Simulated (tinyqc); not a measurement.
Extended Hueckel theory, for H4, step by step. One step of it, computed by the program tinyqc.

Question. Wolfsberg-Helmholz matrix. H_ij = K' S_ij (H_ii + H_jj)/2 for i != j (the diagonal keeps H_ii), with K' = K + D^2 + D^4 (1 - K), D = (H_ii - H_jj)/(H_ii + H_jj), K = 1.75.

overlap S, lower triangle:
```
          1H 1s     2H 1s     3H 1s     4H 1s
1H 1s  1.000000
2H 1s  0.603910  1.000000
3H 1s  0.100147  0.346152  1.000000
4H 1s  0.024267  0.100147  0.603910  1.000000
```

diagonal H_ii (eV): 1H 1s -13.600000, 2H 1s -13.600000, 3H 1s -13.600000, 4H 1s -13.600000

K = 1.750000

Give: H.

Answer.

H (eV), lower triangle:
```
          1H 1s     2H 1s     3H 1s     4H 1s
1H 1s  -13.6000
2H 1s  -14.3731  -13.6000
3H 1s   -2.3835   -8.2384  -13.6000
4H 1s   -0.5775   -2.3835  -14.3731  -13.6000
```
